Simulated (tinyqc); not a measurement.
Front-illuminated p-i-n photodiode, quantum efficiency and bandwidth: two steps of the calculation.

Light enters through a p layer (0 to xp), a depleted layer (xp to xp + wi) and a thick n substrate, decaying as exp(-al x); one pass, no back reflection. Carriers made in the depleted layer are all collected; those in the neutral layers diffuse.

Inputs (values chosen for the exercise); values close to those of In0.53Ga0.47As at this wavelength:
- lam = 1310 nm (wavelength)
- al = 11500 1/cm (absorption coefficient)
- Rf = 0.1 (reflectance of the front face)
- eps_r = 13.6 (relative permittivity)
- xp = 0.81 um (thickness of the front p layer)
- wi = 0.27 um (thickness of the depleted layer)
- Dn = 84 cm^2/s (electron diffusion coefficient in the p layer)
- Ln = 14 um (electron diffusion length in the p layer)
- S = 4000 cm/s (recombination velocity of the front surface)
- Lp = 32 um (hole diffusion length in the thick n substrate)
- ve = 6.86e6 cm/s (electron drift velocity)
- vh = 4.69e6 cm/s (hole drift velocity)
- dia = 12 um (diameter)
- RL = 50 ohm (load resistance)
- Cp = 60 fF (parasitic capacitance)
- f = 72 GHz (modulation frequency)

Constants: q = 1.602176634e-19 C, h = 6.62607015e-34 J s, c = 299792458 m/s, eps0 = 8.8541878128e-14 F/cm where lengths are in cm. Results are converted to the units shown.

Question 1. Quantum efficiency. k = al Ln, s = S Ln/Dn, e = exp(-al xp); front layer f1 = (k/(k^2 - 1)) {[s + k - e (s cosh(xp/Ln) + sinh(xp/Ln))]/[s sinh(xp/Ln) + cosh(xp/Ln)] - k e}; depleted layer f2 = e (1 - exp(-al wi)); substrate f3 = e exp(-al wi) al Lp/(1 + al Lp); external efficiency (1 - Rf)(f1 + f2 + f3); responsivity = efficiency q lam/(h c).

Find: s; f1; f2; f3; external efficiency; responsivity.

Answer 1.

s = 0.066667
f1 = 0.60395
f2 = 0.10516
f3 = 0.28117
external efficiency = 0.89124
responsivity = 0.94168 A/W

The front layer absorbs 60.6 % of the light that enters and collects 99.7 % of that. Diffusion from the neutral layers makes up 89.4 % of the current.

Question 2. Response at one frequency. Drift response for pairs made in the depleted layer, a = al wi, g = 1 - exp(-a), u = 2 pi i f, te = wi/ve, th = wi/vh: electrons He = [g - a (exp(-a) - exp(-u te))/(u te - a)]/(u te g), holes Hh = [g - a (1 - exp(-a - u th))/(a + u th)]/(u th g); C = eps0 eps_r pi (dia/2)^2/wi + Cp; total |He + Hh|/sqrt(1 + (2 pi f RL C)^2), for the current of the depleted layer alone.

Find: te; th; He; Hh; |He + Hh|; C; total response.

Answer 2.

te = 3.936 ps
th = 5.757 ps
He = 0.3959-0.2718i
Hh = 0.2680-0.2877i
|He + Hh| = 0.8682
C = 110.4 fF
total response = 0.3227

The drift response alone falls to 1/sqrt(2) at 113 GHz and the RC term alone at 28.8 GHz; together they give 27.6 GHz for this part of the current; the diffusion currents, left out, respond on their own time scales.

Program tinyqc, `OMP_NUM_THREADS=1 python tinyqc.py 2250102 2250103 out.jsonl`; Intel Xeon 2.30GHz, shared host, one thread, about 0.01 s.
